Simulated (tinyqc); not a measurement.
# Growth of the error with array size

Square N x N arrays wired as follows: each row is driven at its left end through one segment rw, neighbouring nodes are joined by rw, each column ends in one more rw and a virtual ground. All cells have G = 62.0 uS and all rows V = 0.3 V, so the ideal current is N V G. The nodal equations are solved exactly.

Parameters, values chosen for the exercise: wire resistance between neighbouring cells rw = 50 ohm.

Growth of the error with array size:

| N | ideal (uA) | first column (uA) | last column (uA) | error of the last column (%) | 100 N^2 rw G |
|---|---|---|---|---|---|
| 2 | 37.20 | 36.69 | 36.58 | -1.677 | 1.240 |
| 4 | 74.40 | 71.85 | 70.57 | -5.154 | 4.960 |
| 6 | 111.6 | 104.8 | 100.3 | -10.11 | 11.16 |
| 8 | 148.8 | 135.0 | 124.9 | -16.09 | 19.84 |
| 12 | 223.2 | 186.4 | 157.8 | -29.32 | 44.64 |
| 16 | 297.6 | 225.6 | 172.4 | -42.07 | 79.36 |
| 20 | 372.0 | 254.0 | 174.6 | -53.06 | 124.0 |

Read the table: what changes, and by how much?

The error of the last column goes from -1.68 % at N = 2 to -53.1 % at N = 20, as N^(1.64) between N = 4 and 8 and N^(1.04) between the last two rows. The scale N^2 rw G (N segments carrying the current of up to N cells) is 1.23 times the error at N = 8. The last column carries 0.688 of the current of the first at N = 20.

tinyqc, about 0.02 s, one thread, Intel Xeon 2.30GHz (shared host): `OMP_NUM_THREADS=1 python tinyqc.py 2880058 2880059 out.jsonl`
